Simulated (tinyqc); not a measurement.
Configuration-coordinate model of carrier capture at a defect: sweeps and comparisons. A value that a table varies takes the place of the one given here.

Two parabolas of equal curvature k in one coordinate Q: with the carrier free at the band edge, U_f = k Q^2/2; with the carrier trapped, U_t = k (Q - dQ)^2/2 - ET. ER = k dQ^2/2, Huang-Rhys factor S = ER/hw, hw = 0.0646541 sqrt(k/M) eV for k in eV/angstrom^2 and M in u. The curves cross at a height Eb = (ER - ET)^2/(4 ER) above the free minimum.

Multiphonon factor for giving p = ET/hw phonons to the lattice: W = exp(-S (2 nb + 1)) ((nb + 1)/nb)^(p/2) I_p(x), nb = 1/(exp(hw/kT) - 1), x = 2 S sqrt(nb (nb + 1)), I_p the modified Bessel function. Classical limit: W = hw exp(-Eb/kT)/sqrt(4 pi ER kT). At T = 0: exp(-S) S^p/Gamma(p + 1).

Constants: kB = 8.617333262e-05 eV/K.

Inputs chosen for the exercise (of the size met at a deep level in Si; shifted at random, so the results belong to these values and not to a real crystal): ET = 0.2 eV (thermal depth of the level below the band edge); ER = 0.21 eV (relaxation energy); hw = 0.026 eV (phonon energy of the mode); T = 77 K (temperature).

## Capture against temperature

The local activation energy is -d ln W/d(1/kT), by central differences with T changed by 1 %.

Against T:

| T (K) | kT/hw | log10 W | log10 W, classical | activation energy (eV) |
|---|---|---|---|---|
| 40 | 0.133 | -0.851 | -0.579 | 0.0000 |
| 60 | 0.199 | -0.854 | -0.663 | -0.0002 |
| 80 | 0.265 | -0.860 | -0.722 | -0.0006 |
| 120 | 0.398 | -0.885 | -0.808 | -0.0021 |
| 160 | 0.530 | -0.916 | -0.869 | -0.0040 |
| 220 | 0.729 | -0.962 | -0.937 | -0.0071 |
| 300 | 0.994 | -1.017 | -1.004 | -0.0111 |
| 400 | 1.326 | -1.073 | -1.066 | -0.0159 |
| 550 | 1.823 | -1.138 | -1.135 | -0.0227 |

log10 W at T = 0 = -0.851
Eb = 0.0001 eV

How do the results move?

At 40 K log10 W is -0.85, against -0.85 at T = 0 and -0.6 classically; at 550 K the two forms differ by 0.00. The activation energy read from an Arrhenius plot goes from 0.000 eV at 40 K to -0.023 at 550 K, with its largest value 0.000 at 40 K, against Eb = 0.000 eV; the classical form itself gives Eb - kT/2. With so low a barrier the slope says little about it.

## Capture against depth of the level

ET is varied at fixed ER, hw and T, as by moving the band edge with alloying or pressure.

Against ET:

| ET/ER | ET (eV) | Eb (eV) | log10 W | log10 W, classical |
|---|---|---|---|---|
| 0.10 | 0.021 | 0.0425 | -2.591 | -3.490 |
| 0.25 | 0.052 | 0.0295 | -1.925 | -2.640 |
| 0.50 | 0.105 | 0.0131 | -1.242 | -1.566 |
| 0.75 | 0.158 | 0.0033 | -0.924 | -0.921 |
| 1.00 | 0.210 | 0.0000 | -0.865 | -0.707 |
| 1.25 | 0.263 | 0.0033 | -1.008 | -0.921 |
| 1.50 | 0.315 | 0.0131 | -1.315 | -1.566 |
| 2.00 | 0.420 | 0.0525 | -2.328 | -4.143 |
| 3.00 | 0.630 | 0.2100 | -5.546 | -14.452 |

How do the results move?

Capture is fastest at ET/ER = 1 among these rows, where the barrier vanishes or nearly so. The classical form is symmetric about ET = ER; the quantum one gives -1.24 at 0.5 and -1.32 at 1.5, against -1.57 for both. At ET = 3 ER it lies 8.9 decades above the classical value: deep levels capture by emitting many phonons, and the rate falls with depth by 15.3 decades per eV between the last two rows. Rows deeper than the gap of the host are formal.

## Phonon side bands at T = 0

Weights exp(-S) S^j/j! of the line with j phonons, S = ER/hw; absorption at ET + j hw, emission at ET - j hw (a dash if negative).

Lines:

| j | weight | absorption (eV) | emission (eV) |
|---|---|---|---|
| 0 | 0.00031 | 0.200 | 0.200 |
| 1 | 0.00251 | 0.226 | 0.174 |
| 2 | 0.01013 | 0.252 | 0.148 |
| 3 | 0.02728 | 0.278 | 0.122 |
| 4 | 0.05508 | 0.304 | 0.096 |
| 5 | 0.08898 | 0.330 | 0.070 |
| 6 | 0.11978 | 0.356 | 0.044 |
| 7 | 0.13821 | 0.382 | 0.018 |
| 8 | 0.13954 | 0.408 | - |
| 9 | 0.12522 | 0.434 | - |
| 10 | 0.10114 | 0.460 | - |
| 11 | 0.07427 | 0.486 | - |
| 12 | 0.04999 | 0.512 | - |
| 13 | 0.03106 | 0.538 | - |

What does this show?

The zero-phonon line holds 0.0311 % of the band and the largest weight falls on j = 8, next to S = 8.08; the lines listed add to 0.9635.

## What each parameter does

Eb, log10 W and the full width 2.35482 sqrt(ER hw coth(hw/2kT)). Each row changes one parameter from the base and keeps the others.

Results:

| case | Eb (eV) | log10 W | full width (eV) |
|---|---|---|---|
| base | 0.0001 | -0.859 | 0.1775 |
| ET = 0.24 eV | 0.0011 | -0.925 | 0.1775 |
| ER = 0.26 eV | 0.0035 | -0.979 | 0.1975 |
| hw = 0.0312 eV | 0.0001 | -0.815 | 0.1923 |
| T = 107 K | 0.0001 | -0.876 | 0.1847 |

What can be read from the table?

The largest shifts from the base row, up to three for each result and ties (the steps differ in size, so this ranks the rows, not the parameters). Eb (eV): ER +0.0033, ET +0.0010; unchanged at the printed digits by hw and T. log10 W: ER -0.120, ET -0.065, hw +0.044. full width (eV): ER +0.0200, hw +0.0149, T +0.0072; unchanged at the printed digits by ET.

Run: tinyqc, `OMP_NUM_THREADS=1 python tinyqc.py 1481833 1481834 out.jsonl`; Intel(R) Xeon(R) Processor @ 2.30GHz, one thread, shared host; about 0.01 s of CPU time with all checks.
